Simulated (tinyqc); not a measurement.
Worked calculation: effective mass of the conduction band from tabulated energies. Values are carried at full precision from step to step, so a last printed digit may differ when a step is redone from the rounded ones.

c = hbar^2/2m0.
Constants: hbar^2/2m0 = 3.80998211 eV angstrom^2; kB = 8.617333262e-05 eV/K.

Parameters, chosen for this exercise (out of a larger set: band of an eight-band Kane model near InP; not measured data): T = 300 K (temperature).

## Finite differences

Energies along [100], from the band edge:
```
k (1/angstrom)   E (meV)
0.00000           0.0000
0.00780           2.9255
0.01560          11.6428
0.02340          25.9815
0.03120          45.6772
0.03900          70.3972
0.04680          99.7675
0.05460         133.3988
0.06240         170.9066
```

reference mass (curvature of the model at k = 0.0001 1/angstrom) = 0.07910 m0

The band is even in k. m = c k^2/E(k) from the points 1, 2, 4 (k = 0 is point 0); Richardson from points 1 and 2: c/m = [16 E(k1) - E(k2)]/(12 k1^2).

m from points 1, 2, 4 (m0): 0.07923  0.07964  0.08120

m by Richardson = 0.07910 m0

Errors against the reference: +0.17, +0.68 and +2.65 % and 0.00 %. The extrapolation removes the k^4 term.

## Least squares over all points

Fit E = a k^2 (a = sum k^2 E/sum k^4), then E = a k^2 + b k^4 from the normal equations; E in eV; m = c/a.

sums of k^4, k^6, k^8: 3.2470e-05  1.0066e-07  3.3821e-10

sums of k^2 E, k^4 E: 0.0014504  4.4700e-06

a, one term = 44.671 eV angstrom^2

a and b, two terms: 47.80  -1010

m, one and two terms (m0): 0.08529  0.07971

The parabola over all points errs by +7.8 % because the weights k^4 favour the outer points; the second term brings the error to +0.8 %.

## The non-parabolic form

E (1 + alpha E) = c k^2/m means that y = c k^2/E is a straight line in E with intercept m and slope m alpha. Fit the line by unweighted least squares over points 1 to 8, E in eV.

y (m0): 0.07923  0.07964  0.08030  0.08120  0.08232  0.08364  0.08514  0.08680

m = 0.07912 m0
alpha = 0.570 1/eV

The intercept errs by +0.03 %. The model has Eg = 1.405 eV, and for two bands alpha is near 1/Eg = 0.71 1/eV.

## Which mass for which use

From the fitted m and alpha: momentum mass at energy E, m (1 + 2 alpha E); curvature mass m (1 + 2 alpha E)^3; thermal factors to first order in alpha kT: density of states Nc (1 + 15 alpha kT/4), conductivity mass m (1 + 5 alpha kT). Take E = 3 kT/2.

alpha kT = 0.0147
momentum mass = 0.08262 m0
curvature mass = 0.09009 m0
factor on Nc = 1.0552
thermal conductivity mass = 0.08495 m0

alpha kT is small, so first order serves.

## Checks

- Two-term fit by normal equations against a least-squares routine: both 47.8003.

(tinyqc, `OMP_NUM_THREADS=1 python tinyqc.py 1850567 1850568 out.jsonl`, Intel(R) Xeon(R) Processor @ 2.30GHz, 1 thread, shared host, about 0.01 s.)
